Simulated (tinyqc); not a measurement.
Orbital energy against energy difference: ionisation energy by orbital energies and by energy differences in the 6-31g basis, for H4, spin multiplicity 1. Computed by the program tinyqc with PySCF. The cation is unrestricted; errors are against CCSD(T) in this basis, not against experiment.

Geometry (angstrom):

| atom | x | y | z |
|---|---|---|---|
| H | 0.0000 | 0.0000 | 0.0000 |
| H | 0.0000 | 0.0000 | 0.7930 |
| H | 0.0000 | 0.0000 | 1.7170 |
| H | 0.0000 | 0.0000 | 2.5100 |

CCSD(T) difference in the same basis = 12.6191 eV

IP-EOM-CCSD = 12.6307 eV

First vertical ionisation energy (eV):

| method | -e(HOMO) | E(cation) - E | error of -e(HOMO) | error of the difference |
|---|---|---|---|---|
| HF | 12.8234 | 12.070217 | 0.2043 | -0.5489 |
| LDA | 7.8729 | 12.543656 | -4.7462 | -0.0754 |
| PBE | 7.9654 | 12.601257 | -4.6537 | -0.0178 |
| PBE0 | 9.3588 | 12.704778 | -3.2603 | 0.0857 |
| CAM-B3LYP | 10.7752 | 12.782840 | -1.8439 | 0.1637 |
| LC-wPBE | 12.1669 | 12.809055 | -0.4522 | 0.1900 |

Estimate the missing row, method = B3LYP.

Computed row:
```
method  -e(HOMO)  E(cation) - E  error of -e(HOMO)  error of the difference
B3LYP     9.1868      12.824970            -3.4323                   0.2059
```

Koopmans errs by +0.20 eV and Delta-HF by -0.55 eV: relaxation, 0.75 eV, lowers the value and the missing correlation difference works against it. The PBE level is off by -4.7 eV through the wrong tail of its potential, though its energy difference is off by -0.02 eV; exact exchange deepens the level, and among the orbital energies HF comes closest; among the differences PBE does.
